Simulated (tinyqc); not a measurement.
Comparisons within one model: linear model of a band gap against the share of exact exchange. A value that a table varies takes the place of the one given here.

E(alpha) = E0 + S alpha. A wider gap screens less, modelled in the Penn form eps(alpha) = 1 + (e0 - 1)(EP/(EP + S alpha))^2 with a scale EP chosen for the exercise. A dielectric-dependent hybrid takes alpha = 1/eps.

Inputs chosen for the exercise (of the order of those of SiC; the results hold for these values, not for the real material): E0 = 2.18 eV (gap of the semi-local functional); S = 6.27 eV (slope dE/d(alpha)); e0 = 7.13 (optical dielectric constant at alpha = 0); EP = 18 eV (energy scale of the screening); Et = 3.26 eV (target gap).

## Sweep of alpha

Also the exciton scale relative to alpha = 0, (m/m(0))(eps(0)/eps)^2, with a mass proportional to E + D, D = E0/2 + 0.3 eV, a k.p rule for direct gaps only.

Results:

| alpha | E (eV) | eps | alpha eps | exciton scale |
|---|---|---|---|---|
| 0.00 | 2.180 | 7.130 | 0.000 | 1.00 |
| 0.05 | 2.494 | 6.922 | 0.346 | 1.15 |
| 0.10 | 2.807 | 6.724 | 0.672 | 1.32 |
| 0.15 | 3.120 | 6.536 | 0.980 | 1.50 |
| 0.20 | 3.434 | 6.358 | 1.272 | 1.70 |
| 0.25 | 3.748 | 6.187 | 1.547 | 1.91 |
| 0.35 | 4.375 | 5.870 | 2.055 | 2.38 |
| 0.50 | 5.315 | 5.446 | 2.723 | 3.22 |

alpha eps reaches 1 between alpha = 0.15 and 0.2 (fixed point 0.153), and the target gap is met between 0.15 and 0.2. At the fixed point the gap is 3.14 eV, -0.12 eV from the target. From 0 to 0.25 the gap grows by 1.57 eV while eps falls by 13 %; the exciton scale, which takes both, grows by a factor of 1.91 (formal for an indirect gap).

## What each parameter does

Fixed point alpha = 1/eps(alpha), gap and eps there. Each row changes one parameter from the base and keeps the others.

Results:

| case | alpha | E (eV) | eps |
|---|---|---|---|
| base | 0.1533 | 3.141 | 6.524 |
| E0 = 1.962 eV | 0.1533 | 2.923 | 6.524 |
| S = 6.897 eV | 0.1547 | 3.247 | 6.463 |
| e0 = 6.417 | 0.1717 | 3.257 | 5.823 |
| EP = 19.8 eV | 0.1520 | 3.133 | 6.580 |

The largest shifts from the base row, up to three for each result and ties (the steps differ in size, so this ranks the rows, not the parameters). alpha: e0 +0.0185, S +0.0015, EP -0.0013; unchanged at the printed digits by E0. E (eV): E0 -0.218, e0 +0.116, S +0.106. eps: e0 -0.702, S -0.061, EP +0.056; unchanged at the printed digits by E0.

Program tinyqc; command `OMP_NUM_THREADS=1 python tinyqc.py 1850752 1850753 out.jsonl`; about 0.01 s on one thread of a shared Intel(R) Xeon(R) Processor @ 2.30GHz.
